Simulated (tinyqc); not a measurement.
# Nanowire ballistic transistor, top-of-the-barrier model, step by step

tinyqc, about 0.04 s, one thread, Intel Xeon 2.30GHz (shared host): `OMP_NUM_THREADS=1 python tinyqc.py 2400080 2400081 out.jsonl` Printed values are rounded.

At the top of the source barrier, states moving towards the drain are filled by the source (Fermi level 0) and states moving back by the drain (Fermi level -q Vd); nothing scatters. U is the shift of the band edge there, set by the capacitances CG, CD and CS (the total) and by the charge. Parabolic one-dimensional subband; the source is grounded.

Values chosen for this exercise; mass and valleys close to those of germanium:

| symbol | value | unit | meaning |
|---|---|---|---|
| T | 300 | K | temperature |
| m | 0.122 | m0 | effective mass |
| gv | 4 |  | valley degeneracy |
| eox | 16 |  | relative permittivity of the gate insulator |
| tox | 1.2 | nm | insulator thickness |
| d | 3 | nm | wire diameter |
| aG | 0.77 |  | gate control CG/CS |
| aD | 0.104 |  | drain control CD/CS |
| E0 | 0.29 | eV | band edge at the barrier top above the source Fermi level at zero bias |
| Vg | 0.4 | V | gate voltage |
| Vd | 0.5 | V | drain voltage |

Constants: q = 1.602176634e-19 C, kB = 1.380649e-23 J/K, hbar = 1.054571817e-34 J s, h = 6.62607015e-34 J s, m0 = 9.1093837015e-31 kg, Vt = kB T/q, eps0 = 8.8541878128e-14 F/cm where lengths are in cm. Results are converted to the units shown.

## Density of states, capacitances and charge at zero bias

N0 = gv sqrt(2 m kB T/pi)/hbar, CG = 2 pi eps0 eox/ln(1 + 2 tox/d), CS = CG/aG, n0 = n at U = 0 and Vd = 0. eta1 = -(E0 + U)/Vt, eta2 = eta1 - Vd/Vt, n = (N0/2)[F_(-1/2)(eta1) + F_(-1/2)(eta2)], F_(-1/2)(x) = (1/sqrt(pi)) int_0^infinity u^(-1/2)/(1 + exp(u - x)) du. UL = -(aG Vg + aD Vd).

N0 = 6.49308e6 cm^-1
CG = 15.1436 pF/cm
CS = 19.6670 pF/cm
n0 = 87.2290 cm^-1
UL = -0.36 eV

## Iteration 1: self-consistent potential at the barrier top

U at the start (U = UL) = -0.36 eV

eta1 = -(E0 + U)/Vt, eta2 = eta1 - Vd/Vt, n = (N0/2)[F_(-1/2)(eta1) + F_(-1/2)(eta2)], F_(-1/2)(x) = (1/sqrt(pi)) int_0^infinity u^(-1/2)/(1 + exp(u - x)) du. U(out) = UL + q (n - n0)/CS. U(new) = U + 0.5 (U(out) - U).

eta1 = 2.70772
eta2 = -16.6331
n = 5.66810e6 cm^-1
U(out) = -0.313825 eV
U after iteration 1 = -0.336913 eV

## Iteration 2: self-consistent potential at the barrier top

As before.

eta1 = 1.81467
eta2 = -17.5262
n = 4.49943e6 cm^-1
U(out) = -0.323346 eV
U after iteration 2 = -0.330129 eV

## Course of the iteration: self-consistent potential at the barrier top

Stop when U changes by less than 1e-9 eV, or after 90 iterations.

Course of the iteration:
```
iteration     U (eV)  |change| (eV)
1          -0.336913         0.0231
2          -0.330129        6.78e-3
3          -0.328240        1.89e-3
4          -0.327721        5.20e-4
5          -0.327578        1.43e-4
6          -0.327539        3.92e-5
7          -0.327528        1.07e-5
8          -0.327525        2.95e-6
9          -0.327524        8.08e-7
10         -0.327524        2.22e-7
11         -0.327524        6.08e-8
12         -0.327524        1.67e-8
13         -0.327524        4.57e-9
14         -0.327524        1.25e-9
15         -0.327524       3.44e-10
```

Converged in 15 iterations. At the end each change is about 0.27 times the one before: linear convergence.

## Current, mean velocity and share of the gate voltage

converged U = -0.327524 eV

N0 = gv sqrt(2 m kB T/pi)/hbar, CG = 2 pi eps0 eox/ln(1 + 2 tox/d), CS = CG/aG, n0 = n at U = 0 and Vd = 0. eta1 = -(E0 + U)/Vt, eta2 = eta1 - Vd/Vt, n = (N0/2)[F_(-1/2)(eta1) + F_(-1/2)(eta2)], F_(-1/2)(x) = (1/sqrt(pi)) int_0^infinity u^(-1/2)/(1 + exp(u - x)) du. I = gv (2 q^2/h) Vt [ln(1 + exp eta1) - ln(1 + exp eta2)]. Mean velocity I/(q n). CQ = (q/Vt) dn/d(eta1); the band edge follows the gate as -dU/dVg = aG/(1 + CQ/CS).

eta1 = 1.45149
n = 3.98659e6 cm^-1
I = 13.3156 uA
mean velocity = 2.08473e7 cm/s
CQ = 8.87918 pF/cm
-dU/dVg = 0.530494 eV/V

The carriers from the source are near degeneracy (eta1 = 1.45), and the mean velocity is 1.35 times vT = sqrt(2 kB T/(pi m)) = 1.54e7 cm/s.
